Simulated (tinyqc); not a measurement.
Electron counts at which the sphere reaches the zone: Brillouin zone and empty-lattice bands of the fcc structure.

Primitive vectors a (0,1/2,1/2), a (1/2,0,1/2), a (1/2,1/2,0); one atom. Reciprocal vectors obey a_i.b_j = 2 pi delta_ij; k is given in units of 2 pi/a. Empty-lattice levels are c0 (2 pi/a)^2 |k + G|^2, c0 = hbar^2/2m0. Points: X = (1, 0, 0), L = (0.5, 0.5, 0.5), K = (0.75, 0.75, 0), W = (1, 0.5, 0), U = (1, 0.25, 0.25).

Constants: hbar^2/2m0 = 3.80998211 eV angstrom^2.

Inputs chosen for the exercise (out of a larger set: lattice near that of Pb; not measured data): a = 4.948 angstrom (lattice constant).

Z = V kF^3/(3 pi^2), V the volume of the primitive cell, with kF = |k| of each point.

Results:
```
point  |k| (2 pi/a)  Z per atom  EF there (eV)
X            1.0000       2.094          6.144
L            0.8660       1.360          4.608
K            1.0607       2.499          6.912
W            1.1180       2.927          7.680
U            1.0607       2.499          6.912
```

What does the comparison show?

The sphere first touches the zone at L, for Z = 1.360, and covers it at W, for Z = 2.927, while the zone itself holds 2 electrons per atom. These counts do not depend on a. First contact at 1.36 (fcc) and 1.48 (bcc) is the free-electron argument for the Hume-Rothery limits of brasses.

Computed by tinyqc, a small Python program: `OMP_NUM_THREADS=1 python tinyqc.py 1850349 1850350 out.jsonl` (the numbers bound the seed that draws the inputs); one thread of a shared host (Intel(R) Xeon(R) Processor @ 2.30GHz), about 0.02 s for the whole set of steps.
